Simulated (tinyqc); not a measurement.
Four-point probe, van der Pauw, Hall and spreading-resistance readings of a semiconductor layer: one step, computed by the program tinyqc. Command: `OMP_NUM_THREADS=1 python tinyqc.py 3111102 3111103 out.jsonl probe walk`. One thread of a shared host (Intel(R) Xeon(R) Processor @ 2.30GHz), about 0.01 s of CPU time with the checks.

The layer is uniform and ohmic; contacts are points unless a radius is given.

Task: The two van der Pauw resistances. Thin rectangle with point contacts at the corners; for R_B current and voltage contacts lie along the two sides of length a, for R_A along those of length b: exp(-pi R_A/R_s) = (theta_4/theta_3)^4, exp(-pi R_B/R_s) = (theta_2/theta_3)^4 with q = exp(-pi a/b), theta_2 = 2 sum_(m>=0) q^((m + 1/2)^2), theta_3 = 1 + 2 sum_(m>=1) q^(m^2), theta_4 = 1 + 2 sum_(m>=1) (-1)^m q^(m^2).

Inputs (values chosen for the exercise, modelled on n-type silicon): side ratio a/b of the van der Pauw rectangle = 2.3.

Backing of the layer: insulating.

sheet resistance R_s = 39.35576 ohm/square

Give: R_A; R_B; ratio R_B/R_A.

Result:

R_A = 0.14585 ohm

R_B = 55.858 ohm

ratio R_B/R_A = 382.98
